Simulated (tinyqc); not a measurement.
Tail absorption against field: Franz-Keldysh effect at a direct gap.

Parabolic bands, vertical transitions, no excitons. For each hole band j: mr = me mj/(me + mj); joint density of states J_j(E) = (mr/c)^(3/2) sqrt(E - Eg)/(2 pi^2), both spins, c = hbar^2/2m0; averaged matrix element |e.p|^2 = m0 Ep/6; alpha_j(E) = 4 pi^2 alpha_f c Ep J_j/(3 nr E) in 1/angstrom (alpha_f the fine-structure constant, listed as alpha among the constants), times 1e8 for 1/cm.

In a field Fd (1 kV/cm = 1e-5 V/angstrom) the electro-optic energy of band j is th = (c (e Fd)^2/mr)^(1/3), and sqrt(E - Eg) in J_j is replaced by pi sqrt(th) [Ai'(b)^2 - b Ai(b)^2] with b = (Eg - E)/th; Ai is the Airy function.

Constants: hbar^2/2m0 = 3.80998211 eV angstrom^2; fine-structure constant alpha = 0.007297352564.

Parameters, chosen for this exercise (near those of GaAs; the results hold for these values, not for the real material): Eg = 1.381 eV (direct gap); me = 0.0684 m0 (electron mass); mhh = 0.517 m0 (heavy-hole mass); mlh = 0.0803 m0 (light-hole mass); Ep = 25.2 eV (Kane energy); nr = 3.62 (refractive index); det = 15 meV (detuning below the gap).

At E = Eg - det; the field takes the values listed. The last column is the length for 10 dB of loss.

Results:

| Fd (kV/cm) | th heavy (meV) | b heavy | alpha (1/cm) | length (micrometre) |
|---|---|---|---|---|
| 10 | 8.58 | 1.749 | 9.83 | 2.34e+03 |
| 20 | 13.61 | 1.102 | 66.9 | 344 |
| 40 | 21.61 | 0.694 | 219 | 105 |
| 60 | 28.32 | 0.530 | 359 | 64.2 |
| 100 | 39.81 | 0.377 | 585 | 39.4 |
| 150 | 52.16 | 0.288 | 801 | 28.7 |
| 250 | 73.32 | 0.205 | 1.12e+03 | 20.6 |
| 400 | 100.30 | 0.150 | 1.45e+03 | 15.9 |

How do the results move, and what explains it?

alpha grows by 1.6 decades from 10 to 60 kV/cm and by a factor 1.30 over the last step, where the field grows by 1.6: the exponent (4/3) b^(3/2) goes as 1/Fd, so the gain is steep only while b > 1 (deep in the tail the light-hole pair, with its smaller b, carries most of it), that is up to 20 kV/cm of those listed. Values below about 10 1/cm lie under the Urbach and exciton tails of a real crystal, left out here.

(tinyqc, `OMP_NUM_THREADS=1 python tinyqc.py 1652638 1652639 out.jsonl`, Intel(R) Xeon(R) Processor @ 2.30GHz, 1 thread, shared host, about 0.01 s.)
